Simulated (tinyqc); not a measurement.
Electron-beam lithography: double-Gaussian proximity function, edge placement and dose correction for parallel lines: one step, computed by the program tinyqc.

Lines are infinitely long. Absorbed energy is counted so that the middle of a very large area written at dose 1 receives 1; the resist develops where it exceeds 1/2.

Problem. Dose correction. Uncorrected edge energies are M 1. Solve M d = 1/2 for the doses d that put the mean edge energy of every line at the threshold.

M:
```
           1          2          3          4
1  0.4953717  0.0012388  0.0034890  0.0012297
2  0.2303038  0.2587566  0.0066863  0.0023850
3  0.2171737  0.0023400  0.2631129  0.0024049
4  0.2021184  0.0023188  0.0066809  0.2588236
```

Give: edge energies at dose 1; corrected doses; largest over smallest dose.

Solution.

edge energies at dose 1: 1 0.5013, 2 0.4981, 3 0.4850, 4 0.4699

corrected doses: 1 0.997, 2 1.008, 3 1.059, 4 1.117

largest over smallest dose = 1.121
